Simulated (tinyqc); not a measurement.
Changing the temperature T: inversion-layer mobility, back-scattering and ballistic limit of a field-effect transistor. Computed by tinyqc, a small Python program. Command: `OMP_NUM_THREADS=1 python tinyqc.py 3025410 3025411 out.jsonl mos sweep`. One thread of a shared host (Intel(R) Xeon(R) Processor @ 2.30GHz), about 0.02 s of CPU time with the checks.

The charge at the top of the source barrier is fixed by the gate; series resistance and short-channel effects are left out. F_j are Fermi integrals normalised to exp(eta) in the classical limit.

Inputs (values chosen for the exercise, modelled on an InGaAs n-channel):

| quantity | value | unit |
|---|---|---|
| transport mass m | 0.045 | m_0 |
| valley degeneracy g_v | 1 | - |
| weight w of the inversion charge | 0.5 | - |
| permittivity eps | 13.9 | - |
| phonon mobility at 1 MV/cm and 300 K, mu_ph | 3000 | cm^2/(V s) |
| roughness mobility at 1 MV/cm, mu_sr | 2200 | cm^2/(V s) |
| Coulomb mobility at N_inv = 1e12/cm^2, mu_C | 1600 | cm^2/(V s) |
| electrical oxide thickness t_inv | 1.9 | nm |
| depletion charge N_dep | 1.9e+11 | 1/cm^2 |
| gate overdrive V_G - V_T | 0.66 | V |
| drain voltage V_D | 0.05 | V |
| channel length L | 500 | nm |
| exponent a of the critical length | 0.58 | - |

Statistics at the top of the barrier: Fermi-Dirac.

Constants: eps_0 = 8.8541878128e-12 F/m; e = 1.602176634e-19 C; m_0 = 9.1093837015e-31 kg; k_B = 1.380649e-23 J/K; hbar = 1.054571817e-34 J s; k_B = 8.617333262e-05 eV/K.

Method:
- N_inv = 3.9 eps_0 (V_G - V_T)/(e t_inv); effective field E_eff = e (N_dep + w N_inv)/(eps eps_0).
- mu_phonon = mu_ph (E_eff/1 MV/cm)^(-0.3) (T/300 K)^(-1.75); mu_rough = mu_sr (E_eff/1 MV/cm)^(-2); mu_Coulomb = mu_C (N_inv/1e12 cm^-2) (T/300 K); Matthiessen's rule adds 1/mu.
- F_j(eta) = (1/Gamma(j + 1)) int_0^infinity x^j/(1 + exp(x - eta)) dx, F_0 = ln(1 + exp(eta)). Integrals over x = E/(k_B T) use 160 Gauss-Legendre points in u = sqrt(x) from 0 to sqrt(max(eta, 0) + 32).
- Ballistic channel: N_2D = g_v m k_B T/(pi hbar^2), U = e V_D/(k_B T); eta_F solves N_inv = (N_2D/2)[F_0(eta_F) + F_0(eta_F - U)]; v_T = sqrt(2 k_B T/(pi m)); I/W = e (N_2D/2) v_T [F_1/2(eta_F) - F_1/2(eta_F - U)]; injection velocity v_T F_1/2(eta_F)/F_0(eta_F).
- Mean free path lambda = (2 k_B T/e)(mu/v_T) F_0(eta_0)/F_-1/2(eta_0), with eta_0 from N_inv = N_2D F_0(eta_0); critical length l = L (1 + U)^(-a), an empirical rule; back-scattering r = l/(l + lambda). Then eta solves N_inv = (N_2D/2)[(1 + r) F_0(eta) + (1 - r) F_0(eta - U)] and I/W = e (N_2D/2) v_T (1 - r)[F_1/2(eta) - F_1/2(eta - U)].
- Ballistic ratio: I over the ballistic current. Apparent mobility 1/(1/mu + 1/mu_B), mu_B = mu L/lambda.

One run for each value:

| temperature T (K) | effective mobility mu (cm^2/(V s)) | current I/W (microampere/micrometre) | injection velocity (1e7 cm/s) | ballistic ratio | mean free path lambda (nm) |
|---|---|---|---|---|---|
| 99 | 2431.1 | 427.11 | 7.7239 | 0.50517 | 172.43 |
| 130 | 2667.1 | 418.73 | 7.7267 | 0.49533 | 189.19 |
| 160 | 2728.7 | 403.15 | 7.7302 | 0.47698 | 193.60 |
| 210 | 2600.7 | 367.89 | 7.7375 | 0.43542 | 184.58 |
| 270 | 2279.4 | 319.89 | 7.7489 | 0.37882 | 161.87 |
| 350 | 1825.3 | 258.95 | 7.7686 | 0.30697 | 129.75 |
| 450 | 1371.3 | 197.11 | 7.8006 | 0.23405 | 97.64 |

Over the rows, effective mobility mu (cm^2/(V s)) goes from 2430 through a maximum among these rows, 2730 at 160, to 1370; current I/W (microampere/micrometre) falls from 427 to 197 (exponent d ln y / d ln x -0.073 between the first rows and -1.1 between the last); injection velocity (1e7 cm/s) rises from 7.724 to 7.801 (exponent d ln y / d ln x 0.0013 between the first rows and 0.016 between the last). The exponent of injection velocity stays between 0.00 and 0.02, near 0: a Fermi velocity. mu changes by a factor 1.99 over the table and the current by 2.17. Left out: 77.0 (too degenerate for the energy grid).

Caution (all rows): the Fermi level lies so high that further subbands and non-parabolicity matter. Caution (rows 99.0, 130, 160): the current exceeds the long-channel drift law, so the empirical rule for l, meant for short channels, is too generous here. Caution (rows 99.0, 130, 160): in a degenerate gas the layer that can return carriers is set by E_F rather than k_B T, so l is underestimated.

Extremes, crossings and ranges named in words are read from the listed rows.
